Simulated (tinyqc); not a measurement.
CCSD on RHF in the sto-3g basis, for H6, spin multiplicity 1, step by step. One step of it, computed by the program tinyqc.

Question. CCSD: starting amplitudes. t_ij^ab = <ij||ab> / (e_i + e_j - e_a - e_b), whose energy is MP2.

orbital energies (hartree): MO1 -0.676391, MO2 -0.556878, MO3 -0.382870, MO4 0.309573, MO5 0.669673, MO6 1.090140

Two-electron integrals over orbitals (pq|rs), unique and non-zero (hartree):
```
p,q,r,s,(pq|rs)
1,1,1,1,0.427772
2,1,1,1,-0.000124
2,1,2,1,0.129899
2,2,1,1,0.341067
2,2,2,1,0.000326
2,2,2,2,0.387423
3,1,1,1,0.081788
3,1,2,1,-0.000058
3,1,2,2,-0.042207
3,1,3,1,0.116382
3,2,1,1,-0.000096
3,2,2,1,-0.114808
3,2,2,2,-0.000299
3,2,3,1,-0.000186
3,2,3,2,0.136857
3,3,1,1,0.382941
3,3,2,1,-0.000306
3,3,2,2,0.352189
3,3,3,1,0.033683
3,3,3,2,0.000282
3,3,3,3,0.384272
4,1,1,1,-0.000038
4,1,2,1,0.044178
4,1,2,2,-0.000079
4,1,3,1,0.000096
4,1,3,2,0.008824
4,1,3,3,0.000055
4,1,4,1,0.081050
4,2,1,1,0.069082
4,2,2,1,-0.000204
4,2,2,2,0.003643
4,2,3,1,0.056225
4,2,3,2,0.000045
4,2,3,3,0.010803
4,2,4,1,-0.000100
4,2,4,2,0.079163
4,3,1,1,0.000206
4,3,2,1,0.073097
4,3,2,2,0.000167
4,3,3,1,0.000243
4,3,3,2,-0.073345
4,3,3,3,-0.000119
4,3,4,1,0.013030
4,3,4,2,0.000134
4,3,4,3,0.088983
4,4,1,1,0.385445
4,4,2,1,-0.000259
4,4,2,2,0.354149
4,4,3,1,0.031839
4,4,3,2,0.000220
4,4,3,3,0.375168
4,4,4,1,0.000016
4,4,4,2,0.021994
4,4,4,3,-0.000075
4,4,4,4,0.390601
5,1,1,1,0.006940
5,1,2,1,0.000054
5,1,2,2,0.032392
5,1,3,1,-0.028689
5,1,3,2,0.000077
5,1,3,3,-0.013298
5,1,4,1,0.000031
5,1,4,2,0.033842
5,1,4,3,0.000056
5,1,4,4,-0.002532
5,1,5,1,0.051222
5,2,1,1,0.000120
5,2,2,1,0.032851
5,2,2,2,-0.000006
5,2,3,1,0.000159
5,2,3,2,0.001809
5,2,3,3,0.000060
5,2,4,1,0.054823
5,2,4,2,0.000105
5,2,4,3,-0.036178
5,2,4,4,0.000052
5,2,5,1,0.000111
5,2,5,2,0.086589
5,3,1,1,-0.075606
5,3,2,1,0.000194
5,3,2,2,-0.008011
5,3,3,1,-0.060252
5,3,3,2,-0.000015
5,3,3,3,-0.024660
5,3,4,1,0.000096
5,3,4,2,-0.074021
5,3,4,3,-0.000166
5,3,4,4,-0.020373
5,3,5,1,-0.026783
5,3,5,2,-0.000082
5,3,5,3,0.080061
5,4,1,1,0.000053
5,4,2,1,0.116921
5,4,2,2,0.000280
5,4,3,1,0.000151
5,4,3,2,-0.130158
5,4,3,3,-0.000304
5,4,4,1,0.001846
5,4,4,2,-0.000056
5,4,4,3,0.074701
5,4,4,4,-0.000250
5,4,5,1,-0.000048
5,4,5,2,0.001939
5,4,5,3,0.000042
5,4,5,4,0.140263
5,5,1,1,0.359198
5,5,2,1,0.000259
5,5,2,2,0.393282
5,5,3,1,-0.030215
5,5,3,2,-0.000234
5,5,3,3,0.366469
5,5,4,1,-0.000056
5,5,4,2,0.010206
5,5,4,3,0.000157
5,5,4,4,0.375341
5,5,5,1,0.031703
5,5,5,2,0.000008
5,5,5,3,-0.013289
5,5,5,4,0.000240
5,5,5,5,0.419681
6,1,1,1,0.000050
6,1,2,1,-0.001649
6,1,2,2,0.000052
6,1,3,1,0.000025
6,1,3,2,-0.019442
6,1,3,3,-0.000038
6,1,4,1,-0.029632
6,1,4,2,0.000054
6,1,4,3,-0.045136
6,1,4,4,-0.000026
6,1,5,1,-0.000034
6,1,5,2,0.031152
6,1,5,3,-0.000036
6,1,5,4,0.016419
6,1,5,5,0.000037
6,1,6,1,0.067238
6,2,1,1,0.011019
6,2,2,1,0.000074
6,2,2,2,0.035540
6,2,3,1,-0.026292
6,2,3,2,0.000056
6,2,3,3,-0.003174
6,2,4,1,0.000056
6,2,4,2,0.029401
6,2,4,3,0.000068
6,2,4,4,-0.004997
6,2,5,1,0.046122
6,2,5,2,0.000125
6,2,5,3,-0.031287
6,2,5,4,-0.000049
6,2,5,5,0.034968
6,2,6,1,-0.000042
6,2,6,2,0.048409
6,3,1,1,0.000036
6,3,2,1,-0.046354
6,3,2,2,0.000059
6,3,3,1,-0.000095
6,3,3,2,-0.000436
6,3,3,3,-0.000031
6,3,4,1,-0.075961
6,3,4,2,0.000103
6,3,4,3,-0.015443
6,3,4,4,-0.000034
6,3,5,1,-0.000026
6,3,5,2,-0.054384
6,3,5,3,-0.000113
6,3,5,4,0.000476
6,3,5,5,0.000061
6,3,6,1,0.028786
6,3,6,2,-0.000048
6,3,6,3,0.081362
6,4,1,1,-0.084261
6,4,2,1,0.000073
6,4,2,2,0.034128
6,4,3,1,-0.111142
6,4,3,2,0.000162
6,4,3,3,-0.036005
6,4,4,1,-0.000084
6,4,4,2,-0.058146
6,4,4,3,-0.000237
6,4,4,4,-0.036636
6,4,5,1,0.025491
6,4,5,2,-0.000156
6,4,5,3,0.061162
6,4,5,4,-0.000143
6,4,5,5,0.033168
6,4,6,1,-0.000025
6,4,6,2,0.025612
6,4,6,3,0.000092
6,4,6,4,0.120424
6,5,1,1,-0.000109
6,5,2,1,0.132621
6,5,2,2,0.000313
6,5,3,1,-0.000021
6,5,3,2,-0.119370
6,5,3,3,-0.000317
6,5,4,1,0.045200
6,5,4,2,-0.000196
6,5,4,3,0.077546
6,5,4,4,-0.000272
6,5,5,1,0.000045
6,5,5,2,0.034294
6,5,5,3,0.000188
6,5,5,4,0.125858
6,5,5,5,0.000268
6,5,6,1,-0.002544
6,5,6,2,0.000069
6,5,6,3,-0.051508
6,5,6,4,0.000042
6,5,6,5,0.149969
6,6,1,1,0.457711
6,6,2,1,-0.000141
6,6,2,2,0.365378
6,6,3,1,0.088950
6,6,3,2,-0.000094
6,6,3,3,0.413039
6,6,4,1,-0.000039
6,6,4,2,0.076671
6,6,4,3,0.000227
6,6,4,4,0.421198
6,6,5,1,0.007994
6,6,5,2,0.000136
6,6,5,3,-0.085883
6,6,5,4,0.000053
6,6,5,5,0.395167
6,6,6,1,0.000054
6,6,6,2,0.013172
6,6,6,3,0.000041
6,6,6,4,-0.098331
6,6,6,5,-0.000136
6,6,6,6,0.518111
```

Give: Starting amplitudes; correlation energy.

Answer.

Starting amplitudes (spin orbitals 1a, 1b, ...; amplitudes related by a flip of all spins are not repeated; the 24 largest):
```
from,to,t
3a 3b,4a 4b,-0.0643
2a 2b,4a 4b,-0.0457
1a 1b,4a 4b,-0.0411
2a 3b,4a 5b,0.0386
3a 3b,5a 5b,-0.0380
2a 2b,5a 5b,-0.0353
1a 3b,4a 6b,0.0309
3a 3b,6a 6b,-0.0276
1a 2b,4a 5b,-0.0248
2a 3b,5a 6b,0.0201
2a 3a,4a 5a,0.0197
1a 1b,6a 6b,-0.0190
1a 1b,5a 5b,-0.0190
2a 3b,4b 5a,-0.0189
1a 3b,4b 6a,-0.0184
1a 2b,5a 6b,-0.0154
1a 2b,4b 5a,0.0153
2a 2b,6a 6b,-0.0147
1a 3a,4a 6a,0.0125
2a 2b,4a 6b,-0.0117
2a 3b,5b 6a,-0.0116
1a 3b,5a 5b,0.0112
1a 1b,4a 6b,0.0108
1a 2b,5b 6a,0.0104
```

correlation energy = -0.052209 hartree
